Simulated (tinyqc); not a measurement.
Inside a calculation: heterojunction of two tight-binding chains. Values are carried at full precision from step to step, so a last printed digit may differ when a step is redone from the rounded ones.

Left chain: hopping -t1, sites at 2 t1 (band bottom 0). Right chain: hopping -t2, sites at dE + 2 t2 (bottom dE). t = c/(m a^2), c = hbar^2/2m0. The bond across the interface is -tc with tc = f sqrt(t1 t2), and the last left site has the extra energy U. In a chain E = bottom + 2t (1 - cos(ka)); the surface Green function of a half chain is g = -exp(ika)/t, with Im k > 0 where cos(ka) > 1.

Constants: hbar^2/2m0 = 3.80998211 eV angstrom^2.

Values chosen for the exercise (masses and offset of the size met at InGaAs / InP; shifted at random, so the results belong to these values and not to a real crystal):

| symbol | value | unit | meaning |
|---|---|---|---|
| a | 2.8 | angstrom | site spacing |
| m1 | 0.037 | m0 | mass on the left |
| m2 | 0.073 | m0 | mass on the right |
| f | 1 |  | factor on the interface hopping |
| dE | 0.27 | eV | band offset |
| E | 0.57 | eV | electron energy |
| U | -0.49 | eV | extra energy on the last left site |

## Hoppings

Form t1, t2 and tc.

t1 = 13.13425 eV
t2 = 6.65708 eV
tc = 9.35071 eV

## Wave numbers and velocities

The left chain has hopping t1 and band bottom 0, the right one t2 and dE. cos(ka) = 1 - (E - bottom)/(2t); dE/dk = 2 t a sin(ka).

ka (rad): left 0.208700, right 0.212685

dE/dk (eV angstrom): left 15.2391, right 7.8692

## Self-energies on the last left site

Hoppings t1 (left), t2 (right), tc (interface); g is the surface Green function of a half chain. The rest of the left chain gives S1 = t1^2 g1 = -t1 exp(i k1 a); the right chain gives S2 = tc^2 g2 = -(tc^2/t2) exp(i k2 a).

S1 = -12.84925-2.72127i eV
S2 = -12.83830-2.77245i eV

## Transmission

The last site of the left chain has energy 2 t1 + U, and S1, S2 are the self-energies of the two half chains on it. G = 1/(E - 2 t1 - U - S1 - S2); T = 4 Im(S1) Im(S2) |G|^2.

G = 0.0158-0.1807i 1/eV
T = 0.9924

A fraction 0.0076 is reflected although the electron lies above the step.

## Checks

- T from the Green function against 1 - |r|^2 from matching plane waves: both 0.992367.

tinyqc: `OMP_NUM_THREADS=1 python tinyqc.py 1451974 1451975 out.jsonl`; about 0.01 s, one thread, shared Intel(R) Xeon(R) Processor @ 2.30GHz.
